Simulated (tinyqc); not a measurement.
Worked calculation: six-band Luttinger-Kohn model with strain. Values are carried at full precision from step to step, so a last printed digit may differ when a step is redone from the rounded ones.

Constants: hbar^2/2m0 = 3.80998211 eV angstrom^2.

Inputs chosen for the exercise (near those of Si; not measured data): C11 = 164.6 GPa; C12 = 65.5 GPa; C44 = 81.3 GPa; load = uniaxial [100] (kind of stress); X = -0.51 GPa (stress); Dso = 0.043 eV (spin-orbit splitting); g1 = 4.29 (Luttinger gamma1); g2 = 0.34 (gamma2); g3 = 1.44 (gamma3); av = 2.46 eV (valence hydrostatic potential); b = -2.04 eV (tetragonal shear potential); d = -4.82 eV (trigonal shear potential); k = (0.008, 0.007, 0) 1/angstrom (wave vector); kmax = 0.1 1/angstrom (end of the path).

## Strain from a uniaxial [100] stress

s11 = (C11 + C12)/((C11 - C12)(C11 + 2 C12)), s12 = -C12/((C11 - C12)(C11 + 2 C12)), s44 = 1/C44; exx = s11 sxx + s12 (syy + szz) and cyclic, exy = s44 sxy/2; tension is positive. A uniaxial stress X along the unit vector n is s_ij = X n_i n_j.

s11, s12, s44 (1/TPa): 7.8549  -2.2360  12.3001

strain tensor:
```
           x         y         z
x  -0.004006  0.000000  0.000000
y   0.000000  0.001140  0.000000
z   0.000000  0.000000  0.001140
```

The volume changes by -0.173 %; there is no shear in the cubic axes, so d does not enter.

## The terms P, Q, R, S at one k

P = c g1 k^2 - av tr(e); Q = c g2 (kx^2 + ky^2 - 2 kz^2) - (b/2)(exx + eyy - 2 ezz); R = c sqrt3 [-g2 (kx^2 - ky^2) + 2i g3 kx ky] + (sqrt3/2) b (exx - eyy) - i d exy; S = 2 c sqrt3 g3 (kx - i ky) kz - d (exz - i eyz); c = hbar^2/2m0, e the strain tensor (not engineering shear).

Form the four terms.

Terms (eV):

| term | from k | from strain |
|---|---|---|
| P | 0.00185 | 0.00424 |
| Q | 0.00015 | -0.00525 |
| R | -0.00003+0.00106i | 0.00909 |
| S | 0.00000 | 0.00000 |

## The Hamiltonian

Six-band Luttinger-Kohn model in the basis |3/2,3/2>, |3/2,1/2>, |3/2,-1/2>, |3/2,-3/2>, |1/2,1/2>, |1/2,-1/2>, electron energies, zero at the top of the unstrained valence band. H = -[rows: (P+Q, -S, R, 0, -S/r2, r2 R); (-S*, P-Q, 0, R, -r2 Q, r32 S); (R*, 0, P-Q, S, r32 S*, r2 Q); (0, R*, S*, P+Q, -r2 R*, -S*/r2); (-S*/r2, -r2 Q, r32 S, -r2 R, P+Dso, 0); (r2 R*, r32 S*, r2 Q, -S/r2, 0, P+Dso)], r2 = sqrt(2), r32 = sqrt(3/2). Levels are twofold.

Each term is the sum of its two parts.

H(k) (eV):
```
                  3/2,3/2          3/2,1/2         3/2,-1/2         3/2,-3/2         1/2,1/2         1/2,-1/2
3/2,3/2           -0.0010                0  -0.0091-0.0011i                0               0  -0.0128-0.0015i
3/2,1/2                 0          -0.0112                0  -0.0091-0.0011i         -0.0072                0
3/2,-1/2  -0.0091+0.0011i                0          -0.0112                0               0           0.0072
3/2,-3/2                0  -0.0091+0.0011i                0          -0.0010  0.0128-0.0015i                0
1/2,1/2                 0          -0.0072                0   0.0128+0.0015i         -0.0491                0
1/2,-1/2  -0.0128+0.0015i                0           0.0072                0               0          -0.0491
```

## Levels and their make-up

Diagonalise H. The weights add +m and -m and are averaged over each pair; m is taken along z.

levels from the top, each twofold (eV): 0.0082  -0.0165  -0.0529

weights:
```
               top  second  third
|3/2,+-3/2>  0.700   0.252  0.048
|3/2,+-1/2>  0.237   0.748  0.014
|1/2,+-1/2>  0.062   0.000  0.938
```

The top pair is 70 % |3/2,+-3/2>, the second pair is 75 % |3/2,+-1/2> and the third pair is 94 % |1/2,+-1/2>.

## Band edges at k = 0
Diagonalise H at k = 0. The weights add +m and -m (m along z) and are averaged over each pair.

edges from the top (eV): 0.0101  -0.0147  -0.0511

weights at k = 0:
```
               top  second  third
|3/2,+-3/2>  0.703   0.250  0.047
|3/2,+-1/2>  0.234   0.750  0.016
|1/2,+-1/2>  0.063   0.000  0.937
```

The stress splits the top two pairs by 24.8 meV, 0.96 times kT at 300 K (25.85 meV); the third lies 61.2 meV below the top, against Dso = 43 meV without stress.

## Hole masses at the edges

Curvature at k = 0: m/m0 = -2 c h^2/(E(h u) + E(-h u) - 2 E(0)) with h = 0.0002 1/angstrom along the unit vector u.

Hole masses (m0):

| direction | top | second | third |
|---|---|---|---|
| [110] | 0.219 | 0.243 | 0.239 |
| [1-10] | 0.219 | 0.243 | 0.239 |
| [100] | 0.185 | 0.277 | 0.259 |
| [001] | 0.268 | 0.216 | 0.222 |

Of the directions listed, the top pair is lightest along [100] (0.185) and heaviest along [001] (0.268). These masses hold only for hole energies well below the splitting of 25 meV.

## Bands along [110] and [001]

Six points from 0 to kmax in each direction.

Levels (eV):

| direction | \|k\| (1/angstrom) | top | second | third | top, no stress | second, no stress |
|---|---|---|---|---|---|---|
| [110] | 0.000 | 0.0101 | -0.0147 | -0.0511 | 0.0000 | 0.0000 |
| [110] | 0.020 | 0.0042 | -0.0216 | -0.0579 | -0.0025 | -0.0099 |
| [110] | 0.040 | -0.0049 | -0.0447 | -0.0846 | -0.0080 | -0.0336 |
| [110] | 0.060 | -0.0114 | -0.0771 | -0.1437 | -0.0136 | -0.0638 |
| [110] | 0.080 | -0.0170 | -0.1169 | -0.2357 | -0.0188 | -0.1027 |
| [110] | 0.100 | -0.0225 | -0.1667 | -0.3569 | -0.0240 | -0.1523 |
| [001] | 0.000 | 0.0101 | -0.0147 | -0.0511 | 0.0000 | 0.0000 |
| [001] | 0.020 | 0.0044 | -0.0218 | -0.0580 | -0.0055 | -0.0075 |
| [001] | 0.040 | -0.0125 | -0.0422 | -0.0795 | -0.0220 | -0.0294 |
| [001] | 0.060 | -0.0404 | -0.0742 | -0.1177 | -0.0495 | -0.0636 |
| [001] | 0.080 | -0.0792 | -0.1161 | -0.1742 | -0.0880 | -0.1075 |
| [001] | 0.100 | -0.1289 | -0.1678 | -0.2494 | -0.1375 | -0.1603 |

## Checks

- Levels against the same model in the basis X, Y, Z times spin: they agree to 1e-10 or better.

Program tinyqc; command `OMP_NUM_THREADS=1 python tinyqc.py 1080606 1080607 out.jsonl`; about 0.08 s on one thread of a shared Intel(R) Xeon(R) Processor @ 2.30GHz.
